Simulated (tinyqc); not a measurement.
Biaxially strained (001) channel, valley splitting in an inversion layer: one step of the calculation.

A thin layer grown on a relaxed buffer is stretched in the plane. The two valleys with their long axis along the growth direction (D2) sink against the four in-plane ones (D4); confinement in a triangular well splits them too. Only the lowest subband of each set is kept; one relaxation time, so the weakening of intervalley scattering is left out.

Question. Critical thickness by substitution. Critical thickness (Matthews-Blakeslee, 60-degree dislocations): h = bv (1 - nu/4)[ln(h/bv) + 1]/(4 pi e_par (1 + nu)), nu = c12/(c11 + c12). The right side gives h(new); e_par = b1 x.

Inputs (values chosen for the exercise); values close to those of silicon on relaxed silicon-germanium:
- x = 0.08 (germanium share of the relaxed buffer)
- b1 = 0.0418 (lattice mismatch per unit x)
- c11 = 170 GPa (elastic constant)
- c12 = 63.8 GPa (elastic constant)
- bv = 0.384 nm (Burgers vector)

h at the start = 100 nm

Wanted: h after iteration 1.

Answer.

h after iteration 1 = 43.897 nm

Computed by the program tinyqc: `OMP_NUM_THREADS=1 python tinyqc.py 2530164 2530165 out.jsonl`, one thread of a shared Intel Xeon 2.30GHz, about 0.02 s for the whole run.
